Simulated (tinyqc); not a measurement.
## Resistance of a source-drain extension with a graded tip: abruptness at a fixed junction position

y runs along the channel, the gate covers y > 0. The doping is N0 for y < y0 and N0 10^(-(y - y0)/la) beyond, uniform over the depth xj. Sheet conductance s(y) = q mu(N) max(N - Nch, 0) xj + (for y > 0) ma Cox Vo, with mu(N) = u0 + (u1 - u0)/(1 + (N/Nr)^au) and Cox = eps0 eox/tox. Current is taken as one-dimensional; depletion of the tip, spreading and the contact are left out. The metallurgical junction lies at yj, where N = Nch.

R_spacer = integral of dy/s from -Ls to 0, R_ov from 0 to yj, R_channel = (Lg - 2 yj)/(ma Cox Vo), R_total = 2 R_spacer + 2 R_ov + R_channel. Electrical length L_eff = ma Cox dR_total/d(1/Vo); R_series = R_total - L_eff/(ma Cox Vo). y0 is moved with la so that yj stays at 15.810 nm.

Inputs (values chosen for the exercise); mobility law close to that of electrons in silicon:
```
symbol,value,unit,meaning
eox,3.9,,relative permittivity of the gate insulator (close to silicon dioxide)
tox,1.7,nm,insulator thickness
N0,2.1e20,cm^-3,active doping of the extension far from the gate
xj,28,nm,depth of the extension
Nch,1.2e18,cm^-3,channel doping
Ls,14,nm,spacer length
Vo,0.64,V,gate overdrive
ma,91,cm^2/(V s),mobility of the gate-induced layer
u1,1414,cm^2/(V s),mobility at low doping
u0,68.5,cm^2/(V s),mobility at high doping
Nr,9.2e16,cm^-3,reference doping
au,0.711,,exponent
Lg,45,nm,gate length
```

Constants: q = 1.602176634e-19 C, eps0 = 8.8541878128e-14 F/cm where lengths are in cm. Results are converted to the units shown.

The same in every row: yj (nm) = 15.81; R_channel (ohm um) = 113.1.

Abruptness at a fixed junction position:
```
la (nm/decade)  R_spacer (ohm um)  R_ov (ohm um)  R_total (ohm um)  L_eff (nm)  R_series (ohm um)
1                           2.020          6.483             130.1       13.90              12.62
2.3                         2.020          12.00             141.1       14.56              18.03
3.6                         2.020          17.51             152.2       15.23              23.44
4.9                         2.020          23.02             163.2       15.89              28.86
6.1                         2.020          28.11             173.4       16.50              33.86
7.4                         2.035          33.61             184.4       17.17              39.27
8.7                         2.364          38.80             195.4       17.83              44.75
10                          3.180          43.56             206.6       18.48              50.38
```

What does the table show?

As la goes from 1 to 10 nm/decade, R_total rises from 130 to 207 ohm um, R_spacer rises from 2.02 to 3.18 ohm um and R_ov rises from 6.48 to 43.6 ohm um. R_total changes on average by 8.50 ohm um for each nm/decade. L_eff exceeds the metallurgical length by 0.519 nm in the first row and 5.10 nm in the last, since the gate also controls the lightly doped tips.

Program tinyqc, `OMP_NUM_THREADS=1 python tinyqc.py 2282132 2282133 out.jsonl`; Intel Xeon 2.30GHz, shared host, one thread, about 0.04 s.
